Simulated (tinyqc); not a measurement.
Linear model of a band gap against the share of exact exchange, step by step. Values are carried at full precision from step to step, so a last printed digit may differ when a step is redone from the rounded ones.

E(alpha) = E0 + S alpha. A wider gap screens less, modelled in the Penn form eps(alpha) = 1 + (e0 - 1)(EP/(EP + S alpha))^2 with a scale EP chosen for the exercise. A dielectric-dependent hybrid takes alpha = 1/eps.

Inputs chosen for the exercise (of the order of those of InP; shifted at random, so the results belong to these values and not to a real crystal): E0 = 0.7 eV (gap of the semi-local functional); S = 5.33 eV (slope dE/d(alpha)); e0 = 10.66 (optical dielectric constant at alpha = 0); EP = 11.1 eV (energy scale of the screening); Et = 1.45 eV (target gap); a_start = 0 (starting alpha); fv = 0.54 (share of the opening taken by the valence edge); Ed = 0.38 eV (defect level above the semi-local valence top); cd = 0 (shift of the level per unit opening, on the scale of the mean potential).

## Fixed shares

Gap, error against the target and eps for alpha = 0, 0.25 and 1/e0; and the alpha that meets the target, (Et - E0)/S.

Results:
```
alpha   E (eV)  E - Et (eV)     eps
0.0000   0.700       -0.750  10.660
0.2500   2.033        0.583   8.700
0.0938   1.200       -0.250   9.845
```

alpha for the target = 0.1407

A quarter of exact exchange overshoots the target by 0.58 eV: the material needs 0.141, and 1/e0 = 0.094 lies closer to it than 0.25 does.

## Self-consistent share

Iterate alpha -> 1/eps(alpha) seven times from a_start. The fixed point solves alpha eps(alpha) = 1; the contraction factor there is 2 (eps - 1) S/((EP + S alpha) eps^2).

Iterates:
```
step    alpha      eps  E (eV)
0     0.00000  10.6600  0.7000
1     0.09381   9.8452  1.2000
2     0.10157   9.7824  1.2414
3     0.10222   9.7772  1.2449
4     0.10228   9.7767  1.2451
5     0.10228   9.7767  1.2452
6     0.10228   9.7767  1.2452
7     0.10228   9.7767  1.2452
```

fixed point = 0.10228
contraction factor = 0.0841

The factor is positive, so the iterates approach from one side, the error shrinking to 0.08 of itself each step; the gap is within 0.01 eV of its limit from step 2. Self-consistency moves the gap by +0.045 eV against the one-shot choice 1/e0, since a wider gap screens less.

## Band edges and a deep level

The opening c = S alpha lowers the valence top by fv c and raises the conduction edge by (1 - fv) c, both against the mean potential; the level moves by cd c. Use the fixed point. Compare with stretching the level in proportion to the gap and with pinning it to either edge.

opening c = 0.545 eV

shifts of the valence and conduction edges (eV): [-0.294, 0.251]

level above the valence top = 0.674 eV
level below the conduction edge = 0.571 eV

level above the valence top: stretched, tied to the valence edge, tied to the conduction edge (eV): [0.676, 0.380, 0.925]

The three recipes err by 0.00, -0.29 and +0.25 eV against alignment through the mean potential. A localised level with cd = 0 stays put while the edges move away from it.

## Checks

- Fixed point by bisection against 60 substitutions: both 0.10228.

Computed by tinyqc, a small Python program: `OMP_NUM_THREADS=1 python tinyqc.py 1880223 1880224 out.jsonl` (the numbers bound the seed that draws the inputs); one thread of a shared host (Intel(R) Xeon(R) Processor @ 2.30GHz), about 0.01 s for the whole set of steps.
